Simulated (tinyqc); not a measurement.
The same layer on three faces: model-solid line-up of a strained alloy layer on a substrate.

All values of the alloy are linear in x but the gap, Eg(x) = (1 - x) Eg_A + x Eg_B - C x (1 - x), and the valence edge, Ev(x) = (1 - x) Ev_A + x Ev_B + fv C x (1 - x); Ec = Ev + Eg. Ev is the top of the unstrained valence band on a scale common to all materials. In the layer only the Gamma valley of the conduction band is followed, also where an X or L valley would lie lower.

Coherent growth: e_par = (a_s - a)/a. (001): e_perp = -2 (C12/C11) e_par; exx = eyy = e_par, ezz = e_perp, no shear. (111): e_perp = -(2 C11 + 4 C12 - 4 C44)/(C11 + 2 C12 + 4 C44) e_par; exx = eyy = ezz = (2 e_par + e_perp)/3 and exy = eyz = ezx = (e_perp - e_par)/3. (110): e_perp = -(C11 + 3 C12 - 2 C44)/(C11 + C12 + 2 C44) e_par; exx = eyy = (e_par + e_perp)/2, ezz = e_par, exy = (e_perp - e_par)/2, eyz = ezx = 0.

Strained edges: Ec + ac tr(e); the valence edges are Ev plus the levels of the 6 x 6 matrix of X, Y, Z times spin with -Dso/3 + l exx + m (eyy + ezz) on the diagonal (cyclic), n exy off it, l = av + 2 b, m = av - b, n = sqrt(3) d. Spin-orbit term (Dso/3) L.sigma on X, Y, Z with (L_k)_ij = -i epsilon_kij: <X+|H|Y+> = -i Dso/3, <X+|H|Z-> = Dso/3, <Y+|H|Z-> = -i Dso/3, <Z+|H|X-> = -Dso/3, <Z+|H|Y-> = i Dso/3, <X-|H|Y-> = i Dso/3, and their conjugates; + and - are the spin along z.

Inputs chosen for the exercise (A near GaSb, B near GaAs, substrate near InP; the results hold for these values, not for the real material):
```
symbol  value           unit      meaning
a       (6.09, 5.651)   angstrom  lattice constant of A, B
Eg      (0.818, 1.497)  eV        gap at Gamma to the s-like level of A, B
Dso     (0.762, 0.341)  eV        spin-orbit splitting of A, B
Ev      (-0.03, -0.8)   eV        top of the unstrained valence band of A, B
ac      (-7.61, -7.2)   eV        conduction deformation potential of A, B
av      (0.8, 1.15)     eV        valence hydrostatic potential of A, B
b       (-1.99, -2.03)  eV        tetragonal shear potential of A, B
d       (-4.73, -4.78)  eV        trigonal shear potential of A, B
C11     (87.4, 121.4)   GPa       of A, B
C12     (39.8, 56.9)    GPa       of A, B
C44     (42.6, 59.4)    GPa       of A, B
C       1.321           eV        bowing of the gap
fv      0.6                       share of the bowing taken by the valence edge
a_s     5.862           angstrom  substrate
x       0.28                      fraction of B
```

Composition and substrate are kept.

Results:
```
face   e_perp (%)  tr(e) (%)  shift of Ec (meV)  shift of Ev (meV)  valence splitting (meV)  gap (eV)
(001)       1.620     -1.902              142.5               50.6                    119.9    0.8338
(111)       0.859     -2.663              199.6               47.8                    126.0    0.8936
(110)       1.015     -2.507              187.9               49.5                    126.8    0.8802
```

The layer yields most along the normal on (001) and least on (111), so the volume change, and with it the shift of Ec, is largest on (111). The valence splitting, set by b on (001), by d on (111) and by both on (110), is largest on (110). The gaps span 60 meV, from (001) to (111).

Computed by tinyqc, a small Python program: `OMP_NUM_THREADS=1 python tinyqc.py 1080608 1080609 out.jsonl` (the numbers bound the seed that draws the inputs); one thread of a shared host (Intel(R) Xeon(R) Processor @ 2.30GHz), about 0.01 s for the whole set of steps.
